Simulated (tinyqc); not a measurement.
Modulation-doped quantum well, Poisson-Schroedinger loop with local exchange and correlation: one step of the calculation.

A well of width L centred at z = 0 between barriers Vb; effective-mass electrons in two equivalent valleys, parabolic bands. The electrons come from donor sheets outside the mesh, a share fL of Ns on the left and the rest on the right, so the structure is neutral. Energies are counted from the band edge of the well, with U = 0 on the first node in the Hartree part.

Question. Levels and probability densities. Tridiagonal Hamiltonian with psi = 0 one step beyond both ends: H_ii = C (1/m_(i-1/2) + 1/m_(i+1/2))/hz^2 + V0_i + U_i, H_(i,i+1) = -C/(m_(i+1/2) hz^2), C = hbar^2/(2 m0). The lowest 2 level(s) are kept, normalised to hz sum |psi|^2 = 1.

Values chosen for this exercise:
```
symbol   value  unit    meaning
hz      0.9334    nm  mesh step
```

Constants: q = 1.602176634e-19 C, hbar = 1.054571817e-34 J s, m0 = 9.1093837015e-31 kg, hbar^2/(2 m0) = 0.0380998212 eV nm^2. Results are converted to the units shown.

```
node,fixed potential V0 (eV),self-consistent potential U at the start (eV)
1,0.20000000,0
2,0.20000000,0
3,0.20000000,0
4,0.00000000,0
5,0.00000000,0
6,0.00000000,0
7,0.00000000,0
8,0.00000000,0
9,0.00000000,0
10,0.00000000,0
11,0.00000000,0
12,0.20000000,0
13,0.20000000,0
14,0.20000000,0
```

mass on the intervals 1/2, 3/2, ... (mean of both at an interface) (m0): [0.911, 0.911, 0.911, 0.9235, 0.936, 0.936, 0.936, 0.936, 0.936, 0.936, 0.936, 0.9235, 0.911, 0.911, 0.911]

Give: levels; |psi|^2 of E1; |psi|^2 of E2.

Answer.

levels (eV): E1 0.005214, E2 0.020302

```
node,|psi|^2 of E1 (1/nm),|psi|^2 of E2 (1/nm)
1,0.00000,0.00000
2,0.00003,0.00012
3,0.00096,0.00366
4,0.03409,0.11594
5,0.10224,0.22687
6,0.17572,0.16414
7,0.22263,0.02494
8,0.22263,0.02494
9,0.17572,0.16414
10,0.10224,0.22687
11,0.03409,0.11594
12,0.00096,0.00366
13,0.00003,0.00012
14,0.00000,0.00000
```

Numbers from tinyqc (`OMP_NUM_THREADS=1 python tinyqc.py 2140147 2140148 out.jsonl`; about 0.2 s on one thread of a shared Intel Xeon 2.30GHz).
